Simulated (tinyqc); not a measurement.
Photoconductance decay in a wafer: bulk and surface recombination modes, and iron detection by pair splitting: one step, computed by the program tinyqc. Command: `OMP_NUM_THREADS=1 python tinyqc.py 3112717 3112718 out.jsonl pcd walk`. One thread of a shared host (Intel(R) Xeon(R) Processor @ 2.30GHz), about 0.01 s of CPU time with the checks.

Both faces of the wafer have the same S; injection is low and all coefficients are constant. x runs from -W/2 to W/2.

Question. Effective lifetime. Even modes cos(a x) obey b tan b = S W/(2 D) with b = a W/2, odd modes sin(a x) obey -b cot b = S W/(2 D); each decays at the rate 1/tau_b + D a^2. tau_eff is the decay time of the first mode. The surface time is 1/(D a^2) of that mode; shortcuts for it are W/(2 S), W^2/(pi^2 D) and their sum, whose error is sum/surface time - 1.

Inputs (values chosen for the exercise, modelled on p-type silicon): thickness W = 150 micrometre; diffusivity D = 31.5 cm^2/s; bulk lifetime tau_b without iron = 18 microsecond; surface recombination velocity S = 1.1 cm/s.

Give: tau_eff; surface time; W/(2 S); W^2/(pi^2 D); error of the sum; tau_eff/tau_b.

Answer.

tau_eff = 17.95 microsecond

surface time = 6819 microsecond

W/(2 S) = 6818 microsecond

W^2/(pi^2 D) = 0.7237 microsecond

error of the sum = 0.001884 %

tau_eff/tau_b = 0.9974

The surfaces are slow against diffusion, so W/(2 S) is the larger part. tau_eff is within 0.26 % of tau_b.
